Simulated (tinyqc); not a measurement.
Gate-all-around wire, scale length and short-channel effects: two steps of the calculation.

A round wire of diameter ts in an insulator shell of thickness ti under a surrounding gate. Below threshold the potential that source and drain add obeys Laplace's equation and vanishes on the gate. Its lowest mode decays along the channel as exp(-k y); k is the smallest positive root of the matching condition at the interface, and the scale length is Lambda = pi/k.

Inputs (values chosen for the exercise); permittivities: semiconductor close to that of gallium nitride, insulator close to that of silicon nitride:
- T = 273 K (temperature)
- eps_r = 9.68 (relative permittivity of the semiconductor)
- ei = 7.26 (relative permittivity of the insulator)
- ti = 4.4 nm (insulator thickness)
- ts = 3.6 nm (wire diameter)
- L = 12 nm (channel length)
- Vbi = 0.85 V (potential of the source)
- sT = 0.51 V (potential of the barrier top at threshold)
- VTL = 0.46 V (long-channel threshold)
- m = 1 (long-channel body factor)
- Vds = 0.7 V (drain voltage)

Constants: q = 1.602176634e-19 C, kB = 1.380649e-23 J/K, Vt = kB T/q. Results are converted to the units shown.

Question 1. Scan of the matching condition. f(k) = ei J0(u)[J1(u) Y0(v) - Y1(u) J0(v)] - eps_r J1(u)[J0(u) Y0(v) - Y0(u) J0(v)], u = k ts/2, v = u + k ti.

k, point 0 to 7 (1/nm): 0.06125  0.1225  0.18375  0.245  0.30625  0.3675  0.42875  0.49

Find: f(k).

Answer 1.

f(k), point 0 to 7: 40.320  17.847  9.517  4.919  2.006  0.106  -1.077  -1.713

The first change of sign lies between k = 0.3675 and 0.42875 1/nm.

Question 2. Threshold shift, barrier position and swing. Along the channel psi(y) = s + a exp(y/l) + b exp(-y/l) with psi(0) = Vbi, psi(L) = Vbi + Vds and l = 1/k = Lambda/pi; with A = Vbi - s, B = A + Vds, x = exp(-L/l): a = (B - A x) x/(1 - x^2), b = (A - B x)/(1 - x^2). The minimum is s + 2 sqrt(a b), at y = (l/2) ln(b/a). The long-channel potential follows the gate as s = sT + (Vg - VTL)/m, and the threshold VT is the gate voltage at which the minimum equals sT. Swing = m Vt ln 10/g at threshold, g = d(minimum)/ds = 1 - (b x + a)/((1 + x) sqrt(a b)).

l = 2.6889712 nm

Give: s at threshold; a; b; position of the minimum; VT; swing.

Answer 2.

s at threshold = 0.34521 V
a = 0.013828 V
b = 0.49096 V
position of the minimum = 4.7994 nm
VT = 0.29521 V
swing = 70.702 mV/decade

The threshold lies 165 mV below the long-channel value, and the barrier top sits at 0.40 L from the source.

Program tinyqc, `OMP_NUM_THREADS=1 python tinyqc.py 2420171 2420172 out.jsonl`; Intel Xeon 2.30GHz, shared host, one thread, about 0.01 s.
